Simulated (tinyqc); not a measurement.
Classical Heisenberg spin chain: exact results, Metropolis, heat-bath and over-relaxation steps, and a Monte Carlo run: one step, computed by the program tinyqc.

E = -J sum_i s_i . s_(i+1) for unit vectors s_i on an open chain; K = J/(k_B T).

Task: Exact results. Each bond angle is independent, so u = <s_i . s_(i+1)> = coth K - 1/K, <s_i . s_(i+n)> = u^n, correlation length xi = -1/ln|u|, energy per bond -J u, heat capacity per bond c/k_B = 1 - K^2/sinh^2 K, and for the long chain chi = mu^2 (1 + u)/(3 k_B T (1 - u)) per spin.

Inputs (values chosen for the exercise, for a model chain of large moments): coupling J = -21 meV; temperature T = 363 K; moment mu = 5.1 mu_B.

Constants: k_B = 8.617333262e-05 eV/K; mu_B = 5.7883818060e-05 eV/T.

Give: K; u; xi; energy per bond; heat capacity; chi over the Curie value; chi.

Result:

K = -0.67134

u = -0.21733

xi = 0.65516 sites

energy per bond = -4.5640 meV

heat capacity = 0.13760 k_B/bond

chi over the Curie value = 0.64294

chi = 0.010315 mu_B/T per spin

For |K| << 1, u = K/3 = -0.2238.
